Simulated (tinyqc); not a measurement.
Defect, radiative and Auger recombination at equal electron and hole densities (ABC model): sweeps and comparisons. A value that a table varies takes the place of the one given here.

J/(e d) = Ae n + B n^2 + C n^3 with Ae = A + 4 S/w (four side walls, carriers spread evenly), e = 1.602176634e-19 C, lengths in cm; internal efficiency IQE = B n^2/(Ae n + B n^2 + C n^3); all injected carriers recombine in the layer.

Parameters, chosen for this exercise (orders of magnitude like those quoted for Si; not measured data): A = 15000 1/s (defect rate); B = 5.2e-15 cm^3/s (radiative coefficient); C = 1.5e-30 cm^6/s (Auger coefficient); S = 0 cm/s (recombination velocity of the side walls); w = 1200 micrometre (side of the square mesa); d = 80000 nm (active thickness); S2 = 1.4 cm/s (recombination velocity of the side walls in this comparison); J = 1.5 A/cm^2 (current density).

## Efficiency against current

The slope is d ln(B n^2)/d ln J = 2 (Ae + B n + C n^2)/(Ae + 2 B n + 3 C n^2).

Results:

| J (A/cm^2) | n (1/cm^3) | IQE | slope | differential lifetime (ns) |
|---|---|---|---|---|
| 0.0040 | 2.08e+14 | 7.21e-05 | 2.000 | 6.67e+04 |
| 0.020 | 1.04e+15 | 0.000360 | 1.999 | 6.66e+04 |
| 0.060 | 3.11e+15 | 0.00108 | 1.994 | 6.63e+04 |
| 0.20 | 1.03e+16 | 0.00351 | 1.953 | 6.42e+04 |
| 1.0 | 4.33e+16 | 0.0125 | 1.511 | 4.19e+04 |
| 4.0 | 1.01e+17 | 0.0170 | 0.995 | 1.61e+04 |
| 20 | 2.02e+17 | 0.0136 | 0.770 | 4.98e+03 |
| 60 | 3.03e+17 | 0.0102 | 0.715 | 2.32e+03 |
| 2.0e+02 | 4.62e+17 | 0.00712 | 0.689 | 1.02e+03 |
| 1.0e+03 | 7.99e+17 | 0.00425 | 0.675 | 345 |

IQE peaks at 0.017 for J = 3.91 A/cm^2, where the slope passes 1. It is 7.21e-05 at the lowest current and 0.00425 at the highest, a droop of 75 %. The slope runs from 2.00 to 0.67; its limits are 2 (defects alone), 1 (radiation alone) and 2/3 (Auger alone).

## Shrinking the mesa

S = S2; w takes the values listed.

Results:

| w (micrometre) | Ae (1/s) | IQE_max | J at the peak (A/cm^2) | IQE at J |
|---|---|---|---|---|
| 200 | 1.53e+04 | 0.0169 | 4.02 | 0.0145 |
| 100 | 1.56e+04 | 0.0167 | 4.13 | 0.0143 |
| 50 | 1.61e+04 | 0.0164 | 4.36 | 0.0137 |
| 20 | 1.78e+04 | 0.0157 | 5.05 | 0.0123 |
| 10 | 2.06e+04 | 0.0146 | 6.28 | 0.0103 |
| 5 | 2.62e+04 | 0.0129 | 8.99 | 0.00730 |
| 2 | 4.30e+04 | 0.0101 | 18.9 | 0.00312 |
| 1 | 7.10e+04 | 0.00790 | 39.9 | 0.00119 |

The walls equal the bulk defect rate at w = 4 S/A = 3.73 micrometre. From 200 to 1 micrometre the peak efficiency falls from 0.0169 to 0.0079 and moves to a current 9.93 times higher; at the fixed J the efficiency goes from 0.0145 to 0.00119. For large w diffusion to the walls, left out here, would limit the loss. Rows with w below the thickness of the layer describe needles rather than mesas and are formal.

## Spreading the carriers over a thicker layer

d is multiplied by the factor listed, at the same J.

Results:

| factor | n (1/cm^3) | defect | radiative | Auger |
|---|---|---|---|---|
| 0.10 | 1.81e+17 | 0.231 | 0.0145 | 0.754 |
| 0.20 | 1.35e+17 | 0.347 | 0.0163 | 0.637 |
| 0.50 | 8.72e+16 | 0.559 | 0.0169 | 0.424 |
| 1.0 | 5.77e+16 | 0.739 | 0.0148 | 0.246 |
| 2.0 | 3.45e+16 | 0.884 | 0.0106 | 0.105 |
| 5.0 | 1.52e+16 | 0.972 | 0.00512 | 0.0224 |
| 10 | 7.73e+15 | 0.991 | 0.00266 | 0.00593 |
| 20 | 3.89e+15 | 0.997 | 0.00134 | 0.00151 |

The best factor listed is 0.5 (IQE 0.0169); the optimum factor equals J/J_peak = 0.383, a layer of 3.07e+04 nm, since only J/d matters and the peak value 0.017 does not depend on d. A thicker layer trades Auger loss (0.754 to 0.00151) for defect loss (0.231 to 0.997).

## What moves the efficiency

IQE_max = Q/(Q + 2) with Q = B/sqrt(Ae C), reached at n = sqrt(Ae/C). Each row changes one parameter from the base and keeps the others.

Results:

| case | n (1/cm^3) | IQE | IQE_max | J at the peak (A/cm^2) |
|---|---|---|---|---|
| base | 5.768e+16 | 0.01478 | 0.01704 | 3.91 |
| A = 30000 1/s | 3.637e+16 | 0.005879 | 0.01211 | 11.0 |
| B = 7.8e-15 cm^3/s | 5.740e+16 | 0.02196 | 0.02534 | 3.95 |
| C = 3e-30 cm^6/s | 5.084e+16 | 0.01149 | 0.01211 | 2.75 |
| d = 160000 nm | 3.449e+16 | 0.01057 | 0.01704 | 7.82 |
| J = 4.5 A/cm^2 | 1.071e+17 | 0.01700 | 0.01704 | 3.91 |

The largest shifts from the base row, up to three for each result and ties (the steps differ in size, so this ranks the rows, not the parameters). n (1/cm^3): J +4.95e+16, d -2.32e+16, A -2.13e+16. IQE: A -0.00890, B +0.00718, d -0.00421. IQE_max: B +0.00830, A -0.00493, C -0.00493; unchanged at the printed digits by d and J. J at the peak (A/cm^2): A +7.10, d +3.91, C -1.16; unchanged at the printed digits by J.

tinyqc: `OMP_NUM_THREADS=1 python tinyqc.py 1681577 1681578 out.jsonl`; about 0.01 s, one thread, shared Intel(R) Xeon(R) Processor @ 2.30GHz.
